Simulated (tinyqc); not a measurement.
Space-charge-limited current with shallow traps: one step of the calculation.

One carrier type, drift only, an injecting contact at x = 0 (zero field) and thickness L. The share th = y/(1 + y), y = (Nc/Nt) exp(-Et/kB T), of the injected charge is free: J = q mu n F, eps0 eps_r dF/dx = q (n - n0)/th.

Problem. Limits and characteristic voltages. Ohmic J = q n0 mu V/L; Mott-Gurney J = (9/8) th eps0 eps_r mu V^2/L^3; they cross at Vx = 8 q n0 L^2/(9 th eps0 eps_r); traps fill at V_TFL = q Nt L^2/(2 eps0 eps_r).

Values chosen for this exercise:
```
symbol,value,unit,meaning
T,350,K,temperature
eps_r,10.6,,relative permittivity
mu,0.00011,cm^2/(V s),mobility
L,4900,nm,thickness
Nc,1.5e20,cm^-3,band density of states
Nt,2.8e15,cm^-3,trap density
Et,0.52,eV,trap depth
n0,1.9e10,cm^-3,free carrier density in equilibrium
V,4.5,V,voltage
```

Constants: q = 1.602176634e-19 C, kB = 1.380649e-23 J/K, Vt = kB T/q, eps0 = 8.8541878128e-14 F/cm where lengths are in cm. Results are converted to the units shown.

Give: th; ohmic J; Mott-Gurney J; Vx; V_TFL.

Solution.

th = 0.001740
ohmic J = 3.075e-9 A/cm^2
Mott-Gurney J = 3.478e-8 A/cm^2
Vx = 0.3979 V
V_TFL = 57.38 V

Range of the model: Diffusion and a field-dependent mobility are left out. With injecting contacts the diffusion current, about 4 pi^2 Vt th eps0 eps_r mu V/L^3, equals the Mott-Gurney current at V = 35 kB T/q (0.9 V at 300 K), so the drift-only result needs V well above that.

Numbers from tinyqc (`OMP_NUM_THREADS=1 python tinyqc.py 2370042 2370043 out.jsonl`; about 0.01 s on one thread of a shared Intel Xeon 2.30GHz).
